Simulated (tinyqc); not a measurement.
Worked calculation: sp3 tight binding, zinc-blende lattice. Computed by tinyqc, a small Python program that keeps every step. Command: `OMP_NUM_THREADS=1 python tinyqc.py 27661 27662 out.jsonl` (the two numbers bound the seeds that draw the settings). One thread of a shared host (Intel(R) Xeon(R) Processor @ 2.60GHz), about 0.01 s of CPU time with the checks.

## Bloch Hamiltonian at k

Parameters chosen for this model: zinc-blende lattice, anion at 0, cation at a/4 (1,1,1); V = eta hbar^2 / (m d^2), hbar^2/m = 7.619964 eV angstrom^2:
```
parameter          value      unit
a               3.980000  angstrom
d               1.723391  angstrom
Es anion      -15.440000        eV
Ep anion       -7.100000        eV
Es cation     -15.440000        eV
Ep cation      -7.100000        eV
eta ss         -1.320000
eta sp          1.420000
eta pp sigma    2.220000
eta pp pi      -0.630000
V ss           -3.386565        eV
V sp            3.643123        eV
V pp sigma      5.695587        eV
V pp pi        -1.616315        eV
```

k point k (2 pi / a): [0.070000, -0.450000, -0.160000]

Slater-Koster rules over the four bonds with direction cosines (l, m, n): ss V_ss; s-px l V_sp; px-s -l V_sp; px-px l^2 V_pps + (1 - l^2) V_ppp; px-py l m (V_pps - V_ppp); each times exp(i k.d).

H(k) at k (eV), order a s, a px, a py, a pz, c s, c px, c py, c pz:
$$\begin{pmatrix}
-15.440000 & 0.000000 & 0.000000 & 0.000000 & -9.916791+0.240085i & -1.350657+0.679983i & 0.174590-5.260462i & 0.580760-1.581416i \\
0.000000 & -7.100000 & 0.000000 & 0.000000 & 1.350657-0.679983i & 2.404071-0.058202i & 0.672966-1.832492i & 0.202309-6.095646i \\
0.000000 & 0.000000 & -7.100000 & 0.000000 & -0.174590+5.260462i & 0.672966-1.832492i & 2.404071-0.058202i & -1.565096+0.787941i \\
0.000000 & 0.000000 & 0.000000 & -7.100000 & -0.580760+1.581416i & 0.202309-6.095646i & -1.565096+0.787941i & 2.404071-0.058202i \\
-9.916791-0.240085i & 1.350657+0.679983i & -0.174590-5.260462i & -0.580760-1.581416i & -15.440000 & 0.000000 & 0.000000 & 0.000000 \\
-1.350657-0.679983i & 2.404071+0.058202i & 0.672966+1.832492i & 0.202309+6.095646i & 0.000000 & -7.100000 & 0.000000 & 0.000000 \\
0.174590+5.260462i & 0.672966+1.832492i & 2.404071+0.058202i & -1.565096-0.787941i & 0.000000 & 0.000000 & -7.100000 & 0.000000 \\
0.580760+1.581416i & 0.202309+6.095646i & -1.565096-0.787941i & 2.404071+0.058202i & 0.000000 & 0.000000 & 0.000000 & -7.100000
\end{pmatrix}$$

## Levels at k

Diagonalise the Hermitian matrix.

eigenvalues (eV): [-26.825177, -14.976800, -14.010535, -12.831094, -2.837429, -2.240837, -0.350660, 0.592533]

weights |c|^2 of the basis functions, order a s, a px, a py, a pz, c s, c px, c py, c pz:
$$\begin{pmatrix}
0.468456 & 0.086383 & 0.008036 & 0.059965 & 0.026058 & 0.292809 & 0.002472 & 0.055823 \\
0.000844 & 0.160252 & 0.292758 & 0.028981 & 0.009834 & 0.103768 & 0.193443 & 0.210121 \\
0.027491 & 0.089360 & 0.019382 & 0.262052 & 0.446946 & 0.075071 & 0.001142 & 0.078555 \\
0.003210 & 0.164005 & 0.179825 & 0.149002 & 0.017162 & 0.028352 & 0.302942 & 0.155502 \\
0.468456 & 0.086383 & 0.008036 & 0.059965 & 0.026058 & 0.292809 & 0.002472 & 0.055823 \\
0.000844 & 0.160252 & 0.292758 & 0.028981 & 0.009834 & 0.103768 & 0.193443 & 0.210121 \\
0.027491 & 0.089360 & 0.019382 & 0.262052 & 0.446946 & 0.075071 & 0.001142 & 0.078555 \\
0.003210 & 0.164005 & 0.179825 & 0.149002 & 0.017162 & 0.028352 & 0.302942 & 0.155502
\end{pmatrix}$$

## Bloch Hamiltonian at X

k point X (2 pi / a): [1, 0, 0]

As before.

H(k) at X (eV), order a s, a px, a py, a pz, c s, c px, c py, c pz:
$$\begin{pmatrix}
-15.440000 & 0.000000 & 0.000000 & 0.000000 & 0.000000 & 0.000000+8.413432i & 0.000000 & 0.000000 \\
0.000000 & -7.100000 & 0.000000 & 0.000000 & 0.000000-8.413432i & 0.000000 & 0.000000 & 0.000000 \\
0.000000 & 0.000000 & -7.100000 & 0.000000 & 0.000000 & 0.000000 & 0.000000 & 0.000000+9.749203i \\
0.000000 & 0.000000 & 0.000000 & -7.100000 & 0.000000 & 0.000000 & 0.000000+9.749203i & 0.000000 \\
0.000000 & 0.000000+8.413432i & 0.000000 & 0.000000 & -15.440000 & 0.000000 & 0.000000 & 0.000000 \\
0.000000-8.413432i & 0.000000 & 0.000000 & 0.000000 & 0.000000 & -7.100000 & 0.000000 & 0.000000 \\
0.000000 & 0.000000 & 0.000000 & 0.000000-9.749203i & 0.000000 & 0.000000 & -7.100000 & 0.000000 \\
0.000000 & 0.000000 & 0.000000-9.749203i & 0.000000 & 0.000000 & 0.000000 & 0.000000 & -7.100000
\end{pmatrix}$$

## Levels at X

As before.

eigenvalues (eV): [-20.660141, -20.660141, -16.849203, -16.849203, -1.879859, -1.879859, 2.649203, 2.649203]

## Bands along a path

The same steps at evenly spaced points between the labelled ones.

Bands along the path (eV):
```
k             band 1      band 2      band 3      band 4     band 5     band 6     band 7     band 8
L         -24.310089  -19.923506  -13.616572  -13.616572  -3.950595  -0.583428  -0.583428   3.104191
L-G 0.33  -26.113041  -17.403286  -12.977530  -12.977530  -3.559784  -1.222470  -1.222470   1.996111
L-G 0.67  -28.194957  -13.179379  -11.424886  -11.424886  -2.950189  -2.775114  -2.775114  -0.755475
G         -28.986261  -10.383942  -10.383942  -10.383942  -3.816058  -3.816058  -3.816058  -1.893739
G-X 0.33  -27.919252  -12.743575  -12.743575  -12.062359  -3.508176  -1.590213  -1.456425  -1.456425
G-X 0.67  -24.938405  -15.990763  -15.701237  -15.701237  -2.732754  -1.418077   1.501237   1.501237
X         -20.660141  -20.660141  -16.849203  -16.849203  -1.879859  -1.879859   2.649203   2.649203
X-W 0.33  -20.660141  -20.660141  -16.849203  -16.849203  -1.879859  -1.879859   2.649203   2.649203
X-W 0.67  -20.660141  -20.660141  -16.849203  -16.849203  -1.879859  -1.879859   2.649203   2.649203
W         -20.660141  -20.660141  -16.849203  -16.849203  -1.879859  -1.879859   2.649203   2.649203
```

With 4 band(s) filled, the highest filled level on these points lies at G and the lowest empty one at L: a gap of 6.4333 eV, indirect.
